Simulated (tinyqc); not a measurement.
Deep trap from a strong local potential in a two-band host (Koster-Slater model with semi-elliptic bands): one step, computed by the program tinyqc.

The valence band spans -2 W_v to 0 and the conduction band E_g to E_g + 2 W_c. The orbital at the impurity site has weight f_v in the valence band and 1 - f_v in the conduction band, each spread as a semi-ellipse (2/(pi W^2)) sqrt(W^2 - x^2) about the band centre. The impurity adds U to this orbital. Spin is left out.

Problem. Green function at the trial energy. In the gap G(E) = f_v (2/W_v^2)[x - sqrt(x^2 - W_v^2)] - (1 - f_v)(2/W_c^2)[y - sqrt(y^2 - W_c^2)], x = E + W_v, y = E_g + W_c - E. The potential that would put a level at E is U = 1/G(E).

Inputs (values chosen for the exercise, for a model semiconductor): gap E_g = 2.3 eV; half-width of the valence band W_v = 4.4 eV; half-width of the conduction band W_c = 2.4 eV; valence weight f_v of the site orbital = 0.45; trial energy E = 1.87 eV.

Impurity: attractive, donor-like.

Give: valence part; conduction part; G(E); potential needed.

Solution.

valence part = 0.08382 1/eV

conduction part = -0.2541 1/eV

G(E) = -0.1702 1/eV

potential needed = -5.874 eV
